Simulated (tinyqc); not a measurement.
# Worked calculation: planar ballistic transistor, top-of-the-barrier model

Computed by the program tinyqc: `OMP_NUM_THREADS=1 python tinyqc.py 2400046 2400047 out.jsonl`, one thread of a shared Intel Xeon 2.30GHz, about 0.01 s for the whole run. Printed values are rounded.

At the top of the source barrier, states moving towards the drain are filled by the source (Fermi level 0) and states moving back by the drain (Fermi level -q Vd); nothing scatters. U is the shift of the band edge there, set by the capacitances CG, CD and CS (the total) and by the charge. Parabolic two-dimensional band; the source is grounded.

Values chosen for this exercise; mass and valleys close to those of silicon (two valleys):

| symbol | value | unit | meaning |
|---|---|---|---|
| T | 400 | K | temperature |
| m | 0.196 | m0 | effective mass |
| gv | 2 |  | valley degeneracy |
| eox | 3.9 |  | relative permittivity of the gate insulator |
| tox | 3.2 | nm | insulator thickness |
| aG | 0.93 |  | gate control CG/CS |
| aD | 0.01 |  | drain control CD/CS |
| E0 | 0.19 | eV | band edge at the barrier top above the source Fermi level at zero bias |
| Vg | 0.4 | V | gate voltage |
| Vd | 0.4 | V | drain voltage |

Constants: q = 1.602176634e-19 C, kB = 1.380649e-23 J/K, hbar = 1.054571817e-34 J s, m0 = 9.1093837015e-31 kg, Vt = kB T/q, eps0 = 8.8541878128e-14 F/cm where lengths are in cm. Results are converted to the units shown.

## Density of states, capacitances and charge at zero bias

N0 = gv m kB T/(pi hbar^2), CG = eps0 eox/tox, vT = sqrt(2 kB T/(pi m)), CS = CG/aG, n0 = n at U = 0 and Vd = 0. eta1 = -(E0 + U)/Vt, eta2 = eta1 - Vd/Vt, n = (N0/2)[F_0(eta1) + F_0(eta2)], F_0(x) = ln(1 + exp x). UL = -(aG Vg + aD Vd).

N0 = 5.64438e12 cm^-2
CG = 1.07910 uF/cm^2
CS = 1.16033 uF/cm^2
n0 = 2.27429e10 cm^-2
UL = -0.376 eV

## Iteration 1: self-consistent potential at the barrier top

U at the start (U = UL) = -0.376 eV

eta1 = -(E0 + U)/Vt, eta2 = eta1 - Vd/Vt, n = (N0/2)[F_0(eta1) + F_0(eta2)], F_0(x) = ln(1 + exp x). U(out) = UL + q (n - n0)/CS. U(new) = U + 0.2 (U(out) - U).

eta1 = 5.39610
eta2 = -6.20842
n = 1.52473e13 cm^-2
U(out) = 1.72620 eV
U after iteration 1 = 0.0444395 eV

## Iteration 2: self-consistent potential at the barrier top

As before.

eta1 = -6.80139
eta2 = -18.4059
n = 3.13719e9 cm^-2
U(out) = -0.378707 eV
U after iteration 2 = -0.0401898 eV

## Course of the iteration: self-consistent potential at the barrier top

Stop when U changes by less than 1e-9 eV, or after 90 iterations.

Course of the iteration:

| iteration | U (eV) | \|change\| (eV) |
|---|---|---|
| 1 | 0.0444395 | 0.420 |
| 2 | -0.0401898 | 0.0846 |
| 3 | -0.106977 | 0.0668 |
| 4 | -0.154697 | 0.0477 |
| 5 | -0.175673 | 0.0210 |
| 6 | -0.176870 | 1.20e-3 |
| 7 | -0.176740 | 1.30e-4 |
| 8 | -0.176755 | 1.51e-5 |
| 9 | -0.176754 | 1.75e-6 |
| 10 | -0.176754 | 2.03e-7 |
| 11 | -0.176754 | 2.36e-8 |
| 12 | -0.176754 | 2.74e-9 |
| 13 | -0.176754 | 3.17e-10 |

Converged in 13 iterations. At the end each change is about 0.12 times the one before, with alternating sign: linear convergence.

## Current, mean velocity and share of the gate voltage

converged U = -0.176754 eV

N0 = gv m kB T/(pi hbar^2), CG = eps0 eox/tox, vT = sqrt(2 kB T/(pi m)), CS = CG/aG, n0 = n at U = 0 and Vd = 0. eta1 = -(E0 + U)/Vt, eta2 = eta1 - Vd/Vt, n = (N0/2)[F_0(eta1) + F_0(eta2)], F_0(x) = ln(1 + exp x). I = q (N0/2) vT [F_(1/2)(eta1) - F_(1/2)(eta2)] per width, F_(1/2)(x) = (2/sqrt(pi)) int_0^infinity u^(1/2)/(1 + exp(u - x)) du. Mean velocity I/(q n). CQ = (q/Vt) dn/d(eta1); the band edge follows the gate as -dU/dVg = aG/(1 + CQ/CS).

eta1 = -0.384289
n = 1.46572e12 cm^-2
I = 355.042 uA/um
mean velocity = 1.51188e7 cm/s
CQ = 5.31404 uF/cm^2
-dU/dVg = 0.166673 eV/V

The carriers from the source are near degeneracy (eta1 = -0.384), and the mean velocity is 1.08 times vT = sqrt(2 kB T/(pi m)) = 1.40e7 cm/s.
